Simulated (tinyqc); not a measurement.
Velocity overshoot from momentum and energy balance equations after a field step: one step, computed by the program tinyqc. Command: `OMP_NUM_THREADS=1 python tinyqc.py 3003387 3003388 out.jsonl overshoot walk`. One thread of a shared host (Intel(R) Xeon(R) Processor @ 2.30GHz), about 0.02 s of CPU time with the checks.

At t = 0 the field jumps from 0 to F in a uniform sample. v is the drift velocity and u = w - (3/2) k_B T the excess energy per carrier.

Problem. First four steps. dv/dt = e F/m - v/tau_m(u), du/dt = e F v - u/tau_E, tau_m(u) = tau_0/(1 + c u), tau_0 = m mu_0/e, c = mu_0/(e tau_E v_s^2); this choice gives the steady state v (1 + mu_0 F v/v_s^2) = mu_0 F, which saturates at v_s. Step: v_new = v + dt (e F/m - v/tau_m(u)), u_new = u + dt (e F v - u/tau_E). Start v = u = 0; the distance adds dt (v + v_new)/2.

Inputs (values chosen for the exercise, modelled on electrons in GaN except for tau_E):
```
quantity                      value   unit
energy relaxation time tau_E   0.21     ps
field after the step F          120  kV/cm
lattice temperature T           300      K
time step dt                   0.97     fs
```

Scheme: explicit Euler.

c = 17.14813 1/eV

tau_0 = 147.8264 fs

acceleration e F/m = 0.1055292 1e7 cm/s per fs

Give: Steps.

Solution.

Steps:
```
step  t (fs)  v (1e7 cm/s)     u (eV)  tau_m (fs)
1       0.97        0.1024          0       147.8
2       1.94        0.2041  1.192e-04       147.5
3       2.91        0.3051  3.561e-04       146.9
4       3.88        0.4054  7.096e-04       146.0
```

After the first step u is still 0, below the drift energy m v^2/2, because the explicit scheme uses the old v: an error of the finite time step.
